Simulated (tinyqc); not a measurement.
Out-diffusion of a doped substrate or buried layer into a growing epitaxial film: one step, computed by the program tinyqc. Command: `OMP_NUM_THREADS=1 python tinyqc.py 3021819 3021820 out.jsonl buried walk`. One thread of a shared host (Intel(R) Xeon(R) Processor @ 2.30GHz), about 0.03 s of CPU time with the checks.

x is counted from the original substrate surface into the film, whose surface moves as x = v t. Substrate dopant has one diffusivity; the dopant of the film is taken as uniform.

Problem. Transition width. After growth and the later budget: l2 = 2 sqrt(D t + (Dt)2); C(x) = (C_s/2) erfc(x/l2) + share x C_s exp(-x/decay length) for x > 0 (autodoping taken as unchanged by the later budget). The transition x_t solves C(x) = C_e, the metallurgical junction. Usable film = d - x_t. Also give x_t for the erfc term alone, after growth and after the later budget.

Inputs (values chosen for the exercise, modelled on phosphorus in silicon):

| quantity | value | unit |
|---|---|---|
| substrate concentration C_s | 3.2e+18 | 1/cm^3 |
| film doping C_e | 1.1e+16 | 1/cm^3 |
| film thickness d | 1.2 | um |
| growth temperature T | 1125 | C |
| autodoping level at the start, as a share of C_s | 0.0004 | - |
| decay length of autodoping | 0.23 | um |
| later thermal budget (Dt)2 | 3.7e-11 | cm^2 |

Film doping: opposite type.

length l = 0.07147661 um

Give: length l2; x_t after growth, erfc alone; x_t after the later budget, erfc alone; x_t with autodoping; usable film.

Solution.

length l2 = 0.1411 um

x_t after growth, erfc alone = 0.1366 um

x_t after the later budget, erfc alone = 0.2697 um

x_t with autodoping = 0.2709 um

usable film = 0.9291 um

Solid-state diffusion sets the transition. The later budget is 2.9 times that of the growth.
